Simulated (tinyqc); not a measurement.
Gain against bias and Miller's formula: avalanche multiplication and breakdown of a junction from ionisation integrals. Computed by tinyqc, a small Python program. Command: `OMP_NUM_THREADS=1 python tinyqc.py 3001070 3001071 out.jsonl impact walk`. One thread of a shared host (Intel(R) Xeon(R) Processor @ 2.30GHz), about 0.01 s of CPU time with the checks.

Ionisation coefficients follow the local field. Position x runs through the depletion layer from the p side (x = 0), where electrons enter, to the n side (x = w), where holes enter. The built-in voltage is neglected.

Inputs (values chosen for the exercise, modelled on 4H-SiC):

| quantity | value | unit |
|---|---|---|
| electron prefactor a_n | 1.61e+08 | 1/cm |
| electron field b_n | 3.27e+07 | V/cm |
| hole prefactor a_p | 3.26e+08 | 1/cm |
| hole field b_p | 2.46e+07 | V/cm |
| exponent c | 1 | - |
| permittivity eps | 9.7 | - |
| doping N of the lightly doped side | 2.5e+17 | 1/cm^3 |
| layer width W | 0.62 | micrometre |

Junction: punch-through p+ n- n+.

Constants: e = 1.602176634e-19 C; eps_0 = 8.8541878128e-12 F/m.

Method:
- alpha_n = a_n exp(-(b_n/F)^c), alpha_p = a_p exp(-(b_p/F)^c).
- Field F = F_m - e N x/(eps eps_0) over the layer, w = W, V = F_m W - e N W^2/(2 eps eps_0); valid while F > 0 at x = W.
- With Phi(x) = int_0^x (alpha_n - alpha_p) dx': 1 - 1/M_n = I_n = int_0^w alpha_n exp(-Phi) dx and M_p = M_n exp(-Phi(w)); trapezoid rule on 401 even points; breakdown at I_n = 1.
- Solve I_n(F_m) = 1.
- Miller's exponent n is defined by 1 - 1/M = (V/V_B)^n for the larger M.

breakdown voltage = 136.591 V

critical field F_m = 3.64883 MV/cm

Gain:

| V/V_B | V (V) | F_m (MV/cm) | M_n | M_p | Miller exponent n |
|---|---|---|---|---|---|
| 0.70 | 95.61 | 2.9879 | 1.0185 | 1.74 | 2.3907 |
| 0.80 | 109.27 | 3.2082 | 1.0610 | 3.10 | 1.7484 |
| 0.90 | 122.93 | 3.4285 | 1.2586 | 8.99 | 1.1193 |
| 0.95 | 129.76 | 3.5387 | 1.7537 | 23.50 | 0.8478 |
| 0.98 | 133.86 | 3.6048 | 3.3646 | 70.54 | 0.7068 |
| 0.99 | 135.23 | 3.6268 | 6.1008 | 150.38 | 0.6639 |

The larger gain passes 2 between 0.700 and 0.800 of V_B and reaches 150 at 0.99. Miller's exponent runs from 0.66 to 2.4, so it is not a constant: a fit holds over a narrow range only. From the first row to the last the voltage grows by a factor 1.41 and the peak field by 1.21.

Extremes, crossings and ranges named in words are read from the listed rows.
